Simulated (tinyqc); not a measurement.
Reset of a mushroom phase-change cell, hemispherical electro-thermal model: scaling of the melting current.

Current spreads from a hemispherical contact of radius r0 into a large dome with constant rho and ka: j = I/(2 pi r^2). With s = r0/r the steady rise is T - T0 = c (b s - s^2), c = I^2 rho/(8 pi^2 ka r0^2). The heat lost through the heater, (T(r0) - T0)/Rh, fixes b = (2 + g)/(1 + g), g = 1/(2 pi ka r0 Rh).

The peak lies at s = b/2 with the rise c b^2/4; melting starts at the current where that equals Tm - T0, and the molten shell spans the roots of s^2 - b s + (Tm - T0)/c = 0 (s at most 1). Electrical resistance rho/(2 pi r0). Rh is scaled as 1/r0, as for an isotropic shrink, in the last two columns and held fixed in the first two.

Parameters, values chosen for the exercise; values of the order of Ge-Sb-Te and related chalcogenides: ambient temperature T0 = 300 K; melting point Tm = 882 K; resistivity of the hot chalcogenide rho = 4.2 mohm cm; its thermal conductivity ka = 1.22 W/(m K); thermal resistance of the path through the heater Rh = 40 K/uW.

Results:
```
r0 (nm),Im (uA),Im/(2 pi r0^2) (MA/cm^2),Im with Rh = Rh (19 nm/r0) (uA),power there (uW)
5,227.60,144.90,197.12,51.944
8,341.77,84.992,315.38,83.111
12,490.87,54.253,473.08,124.67
17,675.46,37.198,670.19,176.61
33,1262.4,18.450,1301.0,342.83
45,1701.6,13.374,1774.0,467.50
60,2250.1,9.9477,2365.4,623.33
```

Estimate the missing row, r0 = 24 nm.

Computed row:
```
r0 (nm),Im (uA),Im/(2 pi r0^2) (MA/cm^2),Im with Rh = Rh (19 nm/r0) (uA),power there (uW)
24,932.63,25.770,946.15,249.33
```

With this row back in the table: With isotropic scaling Im and the power go as r0^(1.00) and r0^(1.00), so the current density grows as 1/r0 and the voltage stays fixed. With Rh held, Im goes as r0^(0.92) over the table, as the heater path weighs more for a small contact. For r0 = 5, 8 boundary thermal resistance, left out here, would dominate.

Range of the model: Constant properties, no latent heat, thermoelectric terms, boundary resistance or heating in the heater itself.

Program tinyqc, `OMP_NUM_THREADS=1 python tinyqc.py 2490005 2490006 out.jsonl`; Intel Xeon 2.30GHz, shared host, one thread, about 0.01 s.
